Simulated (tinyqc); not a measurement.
Inside a calculation. Method: CISD on RHF in the 6-311g basis, for He, spin multiplicity 1. One step of it, computed by the program tinyqc.

Question. CISD: determinants and Hamiltonian. Slater-Condon rules over spin orbitals, with the nuclear repulsion added and E(HF) subtracted on the diagonal.

one-electron integrals over orbitals h = C^T H C (hartree), lower triangle:
```
           1          2         3
1  -1.943024
2   0.277318  -0.343196
3   0.173910  -0.333392  4.176135
```

Two-electron integrals over orbitals (pq|rs), unique and non-zero (hartree):
```
(11|11) 1.026153    (21|11) -0.277318   (21|21) 0.146549    (22|11) 0.659589
(22|21) -0.113630   (22|22) 0.506646    (31|11) -0.173910   (31|21) 0.125599
(31|22) -0.078781   (31|31) 0.216548    (32|11) 0.229495    (32|21) -0.120916
(32|22) 0.102674    (32|31) -0.148688   (32|32) 0.127591    (33|11) 1.176980
(33|21) -0.380997   (33|22) 0.727303    (33|31) -0.386668   (33|32) 0.380658
(33|33) 1.599956
```

nuclear repulsion = 0 hartree

Hartree-Fock energy = -2.85989542 hartree

Give: determinants; H - E(HF) between determinants.

Answer.

Occupation strings over the orbitals (2 doubly, a alpha, b beta, 0 empty; spin orbitals ordered 1a 1b 2a 2b ...): 200 ab0 a0b ba0 b0a 020 0ab 0ba 002

H - E(HF) between determinants (hartree), lower triangle:
```
        200     ab0     a0b     ba0     b0a     020     0ab     0ba
200   0.000
ab0   0.000   1.233
a0b   0.000  -0.104   6.270
ba0   0.000  -0.147  -0.126   1.233
b0a   0.000  -0.126  -0.217  -0.104   6.270
020   0.147   0.164  -0.121  -0.164   0.121   2.680
0ab   0.126  -0.121  -0.104  -0.095   0.149  -0.231   7.420
0ba  -0.126  -0.095   0.149  -0.121  -0.104   0.231  -0.128   7.420
002   0.217  -0.149  -0.213   0.149   0.213   0.128   0.047  -0.047

        002
002  12.812
```
